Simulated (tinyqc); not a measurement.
Same peak temperature, different pulse lengths: millisecond and nanosecond annealing: surface heating, thermal budget and solid-phase regrowth. Computed by tinyqc, a small Python program. Command: `OMP_NUM_THREADS=1 python tinyqc.py 3028774 3028775 out.jsonl flash walk`. One thread of a shared host (Intel(R) Xeon(R) Processor @ 2.30GHz), about 0.01 s of CPU time with the checks.

A square pulse heats the surface of a thick wafer with constant thermal properties; losses by radiation are neglected and silicon melts at 1414 C.

Inputs (values chosen for the exercise, modelled on hot silicon with phosphorus): incident fluence = 36.2 J/cm^2; pulse length t_p = 0.0028 s; reflectance R = 0.55; thermal conductivity k = 0.25 W/(cm K); heat capacity per volume c = 2.31 J/(cm^3 K); preheat temperature T0 = 800 C; dopant prefactor D0 = 4.34 cm^2/s; dopant activation energy E = 3.68 eV; regrowth prefactor v0 = 4.5e+08 cm/s; regrowth energy E_v = 2.68 eV; amorphous layer = 6.1 nm.

Source: flash lamp.

Constants: k_B = 8.617333262e-05 eV/K.

Method:
- Absorbed flux q = (1 - R) fluence/t_p; kappa = k/c. With f(z, t) = (2 q/k) sqrt(kappa t) ierfc(z/(2 sqrt(kappa t))), ierfc(x) = exp(-x^2)/sqrt(pi) - x erfc(x): T = T0 + f(z, t) during the pulse and T0 + f(z, t) - f(z, t - t_p) after it.
- At the surface the rise at the end of the pulse is 2 q sqrt(t_p/(pi k c)); the fluence that just melts the surface scales with (1414 - T0).
- Temperatures in kelvin are T(C) + 273.15.
- Integrate exp(-E/(k_B T(t))) at the surface from 0 to 10 t_p (Gauss-Legendre, 60 points in sqrt(t) up to t_p and 60 in sqrt(t - t_p) after it). (Dt) = D0 x integral with E; regrowth = v0 x integral with E_v; effective time = integral/exp(-E/(k_B T_peak)).
- For each t_p the flux is set so that the peak temperature stays the same: q sqrt(t_p) is fixed.

absorbed flux q = 5817.86 W/cm^2

kappa = 0.108225 cm^2/s

Pulses:
```
t_p (s)   fluence (J/cm^2)  q (W/cm^2)  thermal length (um)  2 sqrt(Dt) (nm)  regrowth (nm)
1.00e-07        2.1634e-01  9.7351e+05           1.0403e+00       5.6267e-03     2.3796e-01
1.00e-06        6.8412e-01  3.0785e+05           3.2898e+00       1.7793e-02     2.3796e+00
1.00e-05        2.1634e+00  9.7351e+04           1.0403e+01       5.6267e-02     2.3796e+01
1.00e-04        6.8412e+00  3.0785e+04           3.2898e+01       1.7793e-01     2.3796e+02
3.00e-04        1.1849e+01  1.7774e+04           5.6980e+01       3.0818e-01     7.1388e+02
1.00e-03        2.1634e+01  9.7351e+03           1.0403e+02       5.6267e-01     2.3796e+03
3.00e-03        3.7471e+01  5.6206e+03           1.8019e+02       9.7457e-01     7.1388e+03
1.00e-02        6.8412e+01  3.0785e+03           3.2898e+02       1.7793e+00     2.3796e+04
```

What follows from these numbers?

Fluence and diffusion length grow as sqrt(t_p), regrowth as t_p. The layer of 6.1 nm regrows from t_p = 1e-05 s on among these rows, at a diffusion length of 0.056 nm. Caution: amorphous silicon melts some 200 to 250 K below the crystal, which matters for the short pulses that reach the peak before regrowth. Caution: the shortest pulses need a source absorbed within their thermal length, and the longest also heat the back of the wafer, which the thick-wafer formula leaves out. Caution: seconds at the preheat temperature would regrow the layer before any pulse.

Extremes, crossings and ranges named in words are read from the listed rows.
